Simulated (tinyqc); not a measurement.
Worked calculation: formation energy of a charged point defect from supercell energies. Computed by tinyqc, a small Python program that keeps every step. Command: `OMP_NUM_THREADS=1 python tinyqc.py 3011563 3011564 out.jsonl formation walk`. One thread of a shared host (Intel(R) Xeon(R) Processor @ 2.30GHz), about 0.01 s of CPU time with the checks. Intermediate numbers are printed to about 6 digits and carried at full precision; extremes and crossings named in words are read from the listed rows.

The host is a compound AB. Making the defect adds n_A = 0, n_B = -1, n_X = 1 atoms to the cell. All total energies are inputs. E_F is counted from the valence-band maximum (VBM); x = 0 is A-rich and x = 1 B-rich growth.

Inputs (values chosen for the exercise, for a model compound AB):

| quantity | value | unit |
|---|---|---|
| gap E_g | 5.53 | eV |
| E_VBM of the host cell | 2.804 | eV |
| potential alignment dV | -0.028 | eV |
| dielectric constant eps | 6.59 | - |
| cell length L | 9.79 | angstrom |
| mu_B of the pure element | -3.142 | eV |
| formation enthalpy dH of AB | -2.39 | eV |
| growth condition x | 0.76 | - |
| Fermi level E_F | 1.97 | eV |
| temperature T | 1200 | K |
| site density N_s | 3.3e+22 | cm^-3 |
| mu_X of the pure element | -1.7 | eV |
| formation enthalpy of AX | -2.4 | eV |

Defect: impurity X on a B site. Supercell lattice: fcc.

charge states q: 2  1  0

E(defect, q) - E(host), in the order of q (eV): -6.034  -0.133  8.047

Constants: e^2/(4 pi eps_0) = 14.39964548 eV angstrom; k_B = 8.617333262e-05 eV/K.

## Chemical potentials

dmu_A = x dH and dmu_B = (1 - x) dH, so that dmu_A + dmu_B = dH; mu = mu(element) + dmu. The impurity is held at its solubility limit: dmu_X = min(0, dH(AX) - dmu_A). The reservoir term is sum n_i mu_i.

dmu_A = -1.8164 eV

dmu_B = -0.5736 eV

dmu_X = -0.5836 eV

sum n_i mu_i = 1.432 eV

The competing phase caps mu_X.

## Image-charge corrections

Image-charge correction of a point charge in a neutralising background: E_corr = q^2 alpha e^2/(4 pi eps_0) / (2 eps L), alpha = 2.888282 for a fcc array with L the cube root of the volume.

E_corr (eV): (q=+2) 1.28930, (q=+1) 0.32232, (q=0) 0.00000

## Formation energies at E_F = 0

E_f(q, E_F) = [E(defect, q) - E(host)] - sum n_i mu_i + q (E_VBM + dV + E_F) + E_corr(q).

E_f(q, 0) (eV): (q=+2) -0.62470, (q=+1) 1.53332, (q=0) 6.61500

Caution: E_f at E_F = 0 is negative for at least one charge state, so in equilibrium E_F cannot reach the valence-band maximum.

## Transition levels and the lower envelope

eps(q/q') = [E_f(q', 0) - E_f(q, 0)]/(q - q'). U of state q is eps(q/q-1) - eps(q+1/q). The stable state at each E_F is the lowest line E_f(q, 0) + q E_F.

One-electron levels above the VBM (eV):

| level | energy | U of the state between this level and the next |
|---|---|---|
| (+2/+1) | 2.15803 | 2.92365 |
| (+1/0) | 5.08168 | - |

Stable states:

| q | from E_F (eV) | to E_F (eV) |
|---|---|---|
| +2 | 0.00000 | 2.15803 |
| +1 | 2.15803 | 5.08168 |
| 0 | 5.08168 | 5.53000 |

Stable in the gap, from the VBM up: +2, +1, 0.

## The first and the last level

eps(q/q-1) = E_f(q - 1, 0) - E_f(q, 0).

level (+2/+1) = 2.15803 eV

level (+1/0) = 5.08168 eV

## Concentrations at the given E_F and T

E_f(q, E_F) = E_f(q, 0) + q E_F. c_q = N_s exp(-E_f(q, E_F)/k_B T), with all degeneracy factors one and no vibrational entropy.

Charge states:

| q | E_f (eV) | c_q (cm^-3) | share |
|---|---|---|---|
| +2 | 3.31530 | 3.93437e+08 | 8.60362e-01 |
| +1 | 3.50332 | 6.38556e+07 | 1.39638e-01 |
| 0 | 6.61500 | 5.45427e-06 | 1.19273e-14 |

lowest formation energy = 3.31530 eV

total concentration = 4.57293e+08 cm^-3

mean charge = 1.86036 e

State +2 holds 86.0 % of the defects.

## Fermi level and growth conditions

Each entry is the lowest E_f over q.

Lowest formation energy (eV):

| E_F (eV) | stable q | A-rich, x = 0 | x = 0.5 | B-rich, x = 1 |
|---|---|---|---|---|
| 0.000 | +2 | -0.62470 | -0.62470 | -0.62470 |
| 0.691 | +2 | 0.75730 | 0.75730 | 0.75730 |
| 1.382 | +2 | 2.13930 | 2.13930 | 2.13930 |
| 2.074 | +2 | 3.52330 | 3.52330 | 3.52330 |
| 2.765 | +1 | 4.29832 | 4.29832 | 4.29832 |
| 3.456 | +1 | 4.98932 | 4.98932 | 4.98932 |
| 4.148 | +1 | 5.68132 | 5.68132 | 5.68132 |
| 4.839 | +1 | 6.37232 | 6.37232 | 6.37232 |
| 5.530 | 0 | 6.61500 | 6.61500 | 6.61500 |

The lines end where they began between A-rich and B-rich growth, because the cap on mu_X moves with the host potential. The slope of the envelope is the stable charge, so E_f is highest at E_F = 5.53 eV of those listed: the defect forms most easily in p-type material. Under A-rich growth E_f turns negative for part of the gap, so in equilibrium E_F cannot enter that part. Under B-rich growth E_f turns negative for part of the gap, so in equilibrium E_F cannot enter that part.

## What the corrections do to the levels

Levels eps(q/q-1) with the terms q dV and E_corr left out or kept.

Levels above the VBM (eV):

| level | raw | with alignment | with image charge | with both |
|---|---|---|---|---|
| (+2/+1) | 3.097 | 3.125 | 2.13003 | 2.15803 |
| (+1/0) | 5.376 | 5.404 | 5.05368 | 5.08168 |

Alignment moves every level by -dV = +0.028 eV. The image term moves eps(q/q-1) by (1 - 2q) E_corr(1): (+2/+1) by -0.967, (+1/0) by -0.322 eV, donor levels down and acceptor levels up. It adds 2 E_corr(1) = 0.645 eV to every U.

Checks made by the program: envelope against a direct minimum on a grid (relative difference below 1e-10).
